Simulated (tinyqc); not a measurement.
Worked calculation: UHF in the sto-3g basis, for BeH, spin multiplicity 2. This run ends on a higher stationary point, not on the lowest solution. Computed by tinyqc, a small Python program that keeps every step (integrals from PySCF). Settings: charge = 0, multiplicity = 2, basis = sto-3g, energy threshold = 1e-09, iteration cap = 58, orthogonalisation = symmetric, start = random, DIIS depth = 0, method = UHF. Command: `OMP_NUM_THREADS=1 python tinyqc.py 28118 28119 out.jsonl` (the two numbers bound the seeds that draw the settings). One thread of a shared host (Intel(R) Xeon(R) Processor @ 2.60GHz), about 0.2 s of CPU time with the checks.

Geometry (angstrom):
```
atom        x        y        z
Be    0.00000  0.00000  0.00000
H     0.00000  0.00000  2.18800
```

Stop when the energy changes by less than 1e-09 hartree and every element of the error matrix X^T (F D S - S D F) X (for each spin) is below 9e-06.

Course of the cycle:
```
iteration  E (hartree)     change  largest element of the error matrix
1          -11.6601581          -                             1.55e+00
2          -14.5840569  -2.92e+00                             1.26e-01
3          -14.7412522  -1.57e-01                             6.11e-02
4          -14.7793461  -3.81e-02                             2.87e-02
5          -14.7933015  -1.40e-02                             2.52e-02
6          -14.8012378  -7.94e-03                             2.06e-02
7          -14.8077240  -6.49e-03                             2.35e-02
8          -14.8142195  -6.50e-03                             2.57e-02
9          -14.8208486  -6.63e-03                             2.67e-02
10         -14.8269519  -6.10e-03                             2.50e-02
11         -14.8317479  -4.80e-03                             2.11e-02
12         -14.8349341  -3.19e-03                             1.64e-02
13         -14.8367613  -1.83e-03                             1.20e-02
14         -14.8376992  -9.38e-04                             8.36e-03
...                ...        ...                                  ...
45         -14.8385386  -1.41e-08                             3.69e-05
46         -14.8385386  -1.17e-08                             3.38e-05
47         -14.8385386  -9.80e-09                             3.08e-05
48         -14.8385386  -8.18e-09                             2.82e-05
49         -14.8385386  -6.83e-09                             2.57e-05
50         -14.8385386  -5.70e-09                             2.35e-05
51         -14.8385386  -4.76e-09                             2.15e-05
52         -14.8385386  -3.98e-09                             1.96e-05
53         -14.8385386  -3.32e-09                             1.79e-05
54         -14.8385386  -2.77e-09                             1.64e-05
55         -14.8385387  -2.31e-09                             1.50e-05
56         -14.8385387  -1.93e-09                             1.37e-05
57         -14.8385387  -1.61e-09                             1.25e-05
58         -14.8385387  -1.35e-09                             1.14e-05
```

Can the last value be used, and what does the course show?

Not by the stop rule, although the second column moves by less than 1e-07 over the last three steps. Not converged within the cap of 58 iterations: the residual falls steadily but slowly, by a factor of about 0.91 a step. Reruns (cap 100 unless said): DIIS 8: converged in 20 to a higher stationary point; damping 0.5: not converged; level shift 0.5: not converged; atomic densities as start, DIIS 8: converged in 12; the original settings with a cap of 400: converged in 61. PySCF UHF in the same basis, after a stability check = -14.8385387 hartree.
